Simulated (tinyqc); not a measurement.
# On-chip interconnect, size-dependent resistivity and RC delay: what changes with what

A rectangular line between two neighbours and two ground planes. Surface and grain-boundary scattering are added to the bulk resistivity as corrections; capacitances are parallel-plate values without fringing; inductance is ignored.

Values chosen for this exercise; metal values close to those of copper:
```
symbol,value,unit,meaning
rho0,1.71,uohm cm,bulk resistivity
lam,39.6,nm,bulk mean free path
ps,0,,specular share of surface scattering
Rg,0.21,,reflection coefficient of grain boundaries
gr,0.7,,grain size over the metal width
wd,9.8,nm,drawn line width
AR,2.5,,"aspect ratio, height over width"
tl,2,nm,"liner on both walls and the bottom, not conducting"
sp,15,nm,space to the neighbouring lines
hd,11,nm,dielectric height to the planes above and below
ek,2.2,,relative permittivity of the dielectric
Mf,2,,Miller factor of the neighbours
Lw,10,um,line length
Rd,1700,ohm,driver resistance
Cl,0.11,fF,load capacitance
rho2,5.25,uohm cm,bulk resistivity of the second metal (close to tungsten)
lam2,15.2,nm,mean free path of the second metal
tl2,0.4,nm,liner of the second metal
```

Constants: eps0 = 8.8541878128e-12 F/m. Results are converted to the units shown.

Each table varies one quantity; the others keep the values above.

## Delay against the aspect ratio

Metal width x = wd - 2 tl, height y = AR wd - tl; grain boundaries (Mayadas-Shatzkes): al = (lam/(gr x)) Rg/(1 - Rg), g = 1/[1 - 3 al/2 + 3 al^2 - 3 al^3 ln(1 + 1/al)] - 1; surfaces (Fuchs-Sondheimer, thick limit): s = (3/8) lam (1 - ps)(1/x + 1/y); rho = rho0 (1 + g + s); r = rho/(x y); c = eps0 ek (2 wd/hd + 2 Mf AR wd/sp). Elmore delay tE = Rd (c Lw + Cl) + r Lw (c Lw/2 + Cl); t50 is the time at which the far end of a ladder of 30 pi sections (half capacitances at both ends, Cl at the far end, a step applied through Rd) reaches half the step; line share r Lw/(Rd + r Lw); estimate 0.69 Rd (c Lw + Cl) + 0.38 r c Lw^2 + 0.69 r Lw Cl.

Delay against the aspect ratio:

| AR | rho (uohm cm) | r (ohm/um) | c (fF/um) | tE (ps) | t50 (ps) | estimate (ps) | line share of the resistance (%) |
|---|---|---|---|---|---|---|---|
| 0.8 | 16.44 | 4854 | 0.07543 | 25.12 | 18.94 | 18.61 | 96.62 |
| 1.2 | 14.70 | 2596 | 0.09580 | 17.11 | 12.91 | 12.67 | 93.85 |
| 1.6 | 13.95 | 1758 | 0.1162 | 14.31 | 10.80 | 10.59 | 91.18 |
| 2 | 13.54 | 1326 | 0.1365 | 13.02 | 9.815 | 9.617 | 88.64 |
| 2.4 | 13.27 | 1064 | 0.1569 | 12.37 | 9.312 | 9.117 | 86.22 |
| 2.8 | 13.09 | 887.3 | 0.1772 | 12.04 | 9.054 | 8.858 | 83.92 |
| 3.2 | 12.96 | 761.0 | 0.1976 | 11.90 | 8.936 | 8.739 | 81.74 |
| 3.6 | 12.86 | 666.1 | 0.2180 | 11.88 | 8.908 | 8.709 | 79.67 |
| 4 | 12.78 | 592.2 | 0.2383 | 11.95 | 8.938 | 8.737 | 77.70 |

As AR goes from 0.8 to 4, r falls from 4850 to 592 ohm/um, c rises from 0.0754 to 0.238 fF/um and t50 goes from 18.9 through a minimum of 8.91 (at AR = 3.6 among the rows listed) to 8.94 ps. t50/tE lies between 0.748 and 0.755, and the estimate is within 2.2 % of t50. A taller line lowers r but raises the coupling to its neighbours, which gives the minimum.

## Two metals against line width

Metal width x = wd - 2 tl, height y = AR wd - tl; grain boundaries (Mayadas-Shatzkes): al = (lam/(gr x)) Rg/(1 - Rg), g = 1/[1 - 3 al/2 + 3 al^2 - 3 al^3 ln(1 + 1/al)] - 1; surfaces (Fuchs-Sondheimer, thick limit): s = (3/8) lam (1 - ps)(1/x + 1/y); rho = rho0 (1 + g + s); r = rho/(x y). The second metal has rho2, lam2 and tl2 in place of rho0, lam and tl; ps, Rg, gr and AR are shared.

Result of one run:

| wd (nm) | rho, first (uohm cm) | rho, second (uohm cm) | r, first (ohm/um) | r, second (ohm/um) | ratio second/first |
|---|---|---|---|---|---|
| 45 | 3.445 | 7.188 | 7.604 | 14.51 | 1.908 |

What becomes of these results when the drawn line width wd is changed from 45 to 17 nm, all else the same?

Result of the changed run:

| wd (nm) | rho, first (uohm cm) | rho, second (uohm cm) | r, first (ohm/um) | r, second (ohm/um) | ratio second/first |
|---|---|---|---|---|---|
| 17 | 7.007 | 10.45 | 133.1 | 153.3 | 1.152 |

The whole series:

| wd (nm) | rho, first (uohm cm) | rho, second (uohm cm) | r, first (ohm/um) | r, second (ohm/um) | ratio second/first |
|---|---|---|---|---|---|
| 6.5 | 27.47 | 19.71 | 7711 | 2182 | 0.2830 |
| 8 | 18.14 | 16.76 | 2520 | 1188 | 0.4714 |
| 10 | 12.86 | 14.31 | 931.5 | 632.2 | 0.6787 |
| 13 | 9.261 | 12.12 | 337.4 | 309.5 | 0.9174 |
| 17 | 7.007 | 10.45 | 133.1 | 153.3 | 1.152 |
| 22 | 5.576 | 9.245 | 58.45 | 79.87 | 1.366 |
| 30 | 4.415 | 8.166 | 23.26 | 37.49 | 1.611 |
| 45 | 3.445 | 7.188 | 7.604 | 14.51 | 1.908 |
| 70 | 2.799 | 6.494 | 2.451 | 5.375 | 2.193 |
| 120 | 2.335 | 5.976 | 0.6756 | 1.673 | 2.477 |

The resistivity of the first metal falls from 27.5 to 2.34 uohm cm and that of the second goes from 19.7 to 5.98 uohm cm as the line widens. The products rho0 lam, which set the size effect, are 67.7 and 79.8 uohm cm nm. The two resistances cross at wd = 14.3 nm: below it the second metal gives the lower line resistance. For widths well under the mean free path the thick-limit surface term is only a guide.

Range of the model: The metal width is under the mean free path, where the thick-limit surface term and the simple sum of corrections lose accuracy.

tinyqc, about 0.01 s, one thread, Intel Xeon 2.30GHz (shared host): `OMP_NUM_THREADS=1 python tinyqc.py 2100132 2100133 out.jsonl`
